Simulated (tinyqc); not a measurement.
A ladder of methods, and size consistency: correlation methods against full CI in the sto-3g basis, for BeH2, spin multiplicity 1. Computed by the program tinyqc with PySCF. 

Geometry (angstrom):
```
atom       x        y       z
Be    0.0000   0.0000  0.0000
H     0.0000   1.3520  0.1270
H     0.0000  -1.4250  0.1340
```

RHF energy of one = -15.551389 hartree

All electrons correlated; +Q is the Davidson correction (1 - c0^2) E_corr. The last columns treat two copies 100 angstrom apart as one system. FCI is the lowest singlet.

Correlation energies (hartree):
```
method   E_corr of one  share of FCI (%)  E_corr of two at 100 angstrom  two minus twice one (mhartree)
MP2          -0.024927           65.3192                      -0.049853                          0.0000
CISD         -0.037249           97.6108                      -0.072414                          2.0847
CISD+Q       -0.038355          100.5086                      -0.076348                          0.3623
CCSD         -0.037704           98.8028                      -0.075409                          0.0000
CCSD(T)      -0.037946           99.4366                      -0.075892                          0.0000
FCI          -0.038161          100.0000                              -                               -
```

MP2 recovers 65 %, CISD 97.6 % and CCSD 98.8 % of the FCI value (c0^2 = 0.970 in CISD). MP2 and coupled cluster are size consistent, so their last column vanishes; CISD loses 2.08 mhartree, since a double excitation on each copy is a quadruple of the pair, and the Davidson correction leaves +0.36.
